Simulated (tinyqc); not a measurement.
# Implanted layer, carriers, mobility and sheet resistance: effect of the peak chemical concentration

A p-type layer from the surface x = 0 to the junction xj, N(x) = N0 exp(-(x - Rp)^2/(2 sg^2)). Local neutrality (no depletion at surface or junction, no spilling of carriers), intrinsic carriers neglected, full ionisation of active dopants.

xj = Rp + sg sqrt(2 ln(N0/Nb)). Active dopant A = min(N, Ns); p = A - Nb; mobility mu = m1 + (m2 (T/300 K)^(-bt) - m1)/(1 + ((A + Nb)/Nr)^am). Dose = integral of N, carrier sheet density = integral of p, 1/Rs = q integral of p mu, mean mobility 1/(q Rs sheet density), Hall mobility (unit Hall factor) = integral of p mu^2 over integral of p mu, Hall sheet density = (integral of p mu)^2/integral of p mu^2; all from 0 to xj. Integrals on 4000 steps.

Parameters, values chosen for the exercise; values close to those of boron in silicon over an n-type background:

| symbol | value | unit | meaning |
|---|---|---|---|
| T | 250 | K | temperature |
| Nb | 9.3e16 | cm^-3 | background doping of the opposite type |
| m1 | 45.9 | cm^2/(V s) | mobility limit at high doping |
| m2 | 452 | cm^2/(V s) | mobility limit at low doping, at 300 K |
| Nr | 2.18e17 | cm^-3 | reference doping of the mobility law |
| am | 0.721 |  | exponent of the mobility law |
| bt | 2.2 |  | temperature exponent of m2 |
| Ns | 1.96e20 | cm^-3 | solubility limit of active dopant |
| sg | 30 | nm | straggle after annealing |
| Rp | 26 | nm | projected range |

Constants: q = 1.602176634e-19 C. Results are converted to the units shown.

Result of one run:
columns A: xj (nm); B: dose (cm^-2); C: carriers (cm^-2); D: Rs (ohm/square); E: mean mobility (cm^2/(V s)); F: Rs xj (ohm nm); G: Hall/true sheet density
```
A             B         C     D      E        F       G
90.38  5.532e12  4.691e12  6022  220.9  5.442e5  0.9847
```

Which peak chemical concentration N0 gave this result: 9.3e17, 1.2e19, 1.5e20 or 8e20 cm^-3?

N0 = 9.3e17 cm^-3.

The whole series:
columns A: N0 (cm^-3); B: xj (nm); C: dose (cm^-2); D: carriers (cm^-2); E: Rs (ohm/square); F: mean mobility (cm^2/(V s)); G: Rs xj (ohm nm); H: Hall/true sheet density
```
A           B         C         D      E      F        G       H
9.3e17  90.38  5.532e12  4.691e12   6022  220.9  5.442e5  0.9847
2.2e18  101.5  1.325e13  1.231e13   3120  162.5  3.166e5  0.9651
5e18    110.7  3.025e13  2.922e13   1776  120.3  1.966e5  0.9455
1.2e19  119.5  7.273e13  7.162e13  970.5  89.79  1.160e5  0.9352
2.7e19  127.0  1.638e14  1.626e14  533.0  72.02  6.771e4  0.9404
6.3e19  134.3  3.822e14  3.810e14  269.6  60.78  3.621e4  0.9561
1.5e20  141.3  9.101e14  9.088e14  126.9  54.14  1.793e4  0.9735
3.4e20  147.5  2.063e15  1.501e15  80.12  51.90  1.182e4  0.9826
8e20    153.7  4.854e15  1.776e15  68.23  51.52  1.049e4  0.9862
```

As N0 goes from 9.3e17 to 8e20, xj rises from 90.4 to 154 nm, Rs falls from 6020 to 68.2 ohm/square, the mean mobility falls from 221 to 51.5 cm^2/(V s) and the share of the dose that conducts goes from 84.8 through a maximum of 99.9 (at N0 = 1.5e20 among the rows listed) to 36.6 %. Rs goes as dose^(-0.75) at the low end and dose^(-0.19) at the high end; constant mobility and activation would give -1. Above N0 = Ns = 1.96e20 cm^-3 added dopant only widens the clipped top. For N0 = 9.3e17 depletion at the junction, left out, would remove a tenth of the carriers or more.

Program tinyqc, `OMP_NUM_THREADS=1 python tinyqc.py 2110010 2110011 out.jsonl`; Intel Xeon 2.30GHz, shared host, one thread, about 0.01 s.
